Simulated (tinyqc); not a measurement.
Band gaps under pressure and temperature from deformation potentials: sweeps and comparisons. A value that a table varies takes the place of the one given here.

Murnaghan: V/V0 = (1 + Bp P/B0)^(-1/Bp), B0 = (C11 + 2 C12)/3. Each gap moves by a ln(V/V0) with its volume potential a, and falls with temperature by aV T^2/(T + bV) (Varshni); the two effects are added. No change of phase is considered.

Constants: hc = 1239.841984 eV nm.

Values chosen for the exercise (near those of InAs, the X and L potentials typical of such crystals; shifted at random, so the results belong to these values and not to a real crystal):
- Eg = 0.425 eV (gap at Gamma to the s-like level at 0 K, 0 GPa)
- EgX = 1.447 eV (gap to X at 0 K, 0 GPa)
- EgL = 1.141 eV (gap to L at 0 K, 0 GPa)
- C11 = 83.4 GPa
- C12 = 45 GPa
- Bp = 3.92 (pressure derivative of the bulk modulus)
- aG = -6.02 eV (volume potential of the Gamma gap)
- aX = 1.36 eV (volume potential of the X gap)
- aL = -3.27 eV (volume potential of the L gap)
- aV = (0.278, 0.273, 0.271) meV/K (Varshni alpha of Gamma, X, L)
- bV = (94, 94, 100) K (Varshni beta of Gamma, X, L)
- T = 400 K (temperature)
- P = 2.2 GPa (pressure)

## Gaps against pressure

The last column is the linear form E0 + c1 P for Gamma, c1 = -aG/B0.

Gaps (eV):
```
P (GPa)  ln(V/V0)  Gamma      X      L  lowest  Gamma, linear
0.00       0.0000  0.335  1.359  1.054   Gamma          0.335
1.50      -0.0247  0.484  1.325  1.135   Gamma          0.491
3.00      -0.0472  0.619  1.294  1.209   Gamma          0.647
4.50      -0.0679  0.744  1.266  1.276   Gamma          0.804
6.00      -0.0871  0.859  1.240  1.339   Gamma          0.960
7.50      -0.1049  0.966  1.216  1.397   Gamma          1.116
9.00      -0.1215  1.067  1.193  1.452   Gamma          1.272
10.50     -0.1372  1.161  1.172  1.503   Gamma          1.429
12.00     -0.1519  1.249  1.152  1.551       X          1.585
```

Over 12 GPa Gamma moves by +0.914, L by +0.497 and X by -0.207 eV. The lowest valley changes: Gamma to X between 10.50 and 12.00 GPa, and the fundamental gap peaks at 1.161 eV on these points. The linear form overshoots by 335 meV at the end, because the crystal stiffens; the gap is linear in ln V, not in P. Rows above about 7 GPa lie beyond the phase change of the real crystal.

## Gaps against temperature

At the pressure P; wavelength hc/E of the lowest gap.

Gaps (eV):
```
T (K)   Gamma       X       L  lowest  wavelength (nm)
0      0.6386  1.3988  1.2570   Gamma           1941.6
50     0.6337  1.3940  1.2525   Gamma           1956.4
100    0.6242  1.3847  1.2435   Gamma           1986.2
200    0.6007  1.3616  1.2209   Gamma           2063.8
300    0.5751  1.3364  1.1960   Gamma           2156.0
400    0.5485  1.3103  1.1703   Gamma           2260.3
500    0.5216  1.2839  1.1441   Gamma           2377.1
600    0.4944  1.2571  1.1176   Gamma           2508.0
```

From 0 to 100 K the Gamma gap falls by 14.3 meV, from 500 to 600 K by 27.2 meV: quadratic below bV, linear with a slope tending to aV = 0.278 meV/K above. Gamma stays lowest. A pressure of 0.61 GPa, with the slope -aG/B0 at zero pressure, would undo the fall of the Gamma gap from 0 to 300 K.

## What each parameter does

Gaps at P and T. Each row changes one parameter from the base and keeps the others.

Results:
```
case             Gamma (eV)  X (eV)  L (eV)
base                 0.5485  1.3103  1.1703
T = 450 K            0.5351  1.2971  1.1572
C11 = 91.74 GPa      0.5394  1.3124  1.1653
C12 = 40.5 GPa       0.5594  1.3079  1.1762
Bp = 3.528           0.5500  1.3100  1.1711
aG = -5.418 eV       0.5272  1.3103  1.1703
aX = 1.224 eV        0.5485  1.3152  1.1703
aL = -3.597 eV       0.5485  1.3103  1.1819
P = 1.98 GPa         0.5285  1.3149  1.1594
```

The largest shifts from the base row, up to three for each result and ties (the steps differ in size, so this ranks the rows, not the parameters). Gamma (eV): aG -0.0214, P -0.0201, T -0.0134; unchanged at the printed digits by aX and aL. X (eV): T -0.0132, aX +0.0048, P +0.0045; unchanged at the printed digits by aG and aL. L (eV): T -0.0131, aL +0.0116, P -0.0109; unchanged at the printed digits by aG and aX.

Run: tinyqc, `OMP_NUM_THREADS=1 python tinyqc.py 1081458 1081459 out.jsonl`; Intel(R) Xeon(R) Processor @ 2.30GHz, one thread, shared host; about 0.01 s of CPU time with all checks.
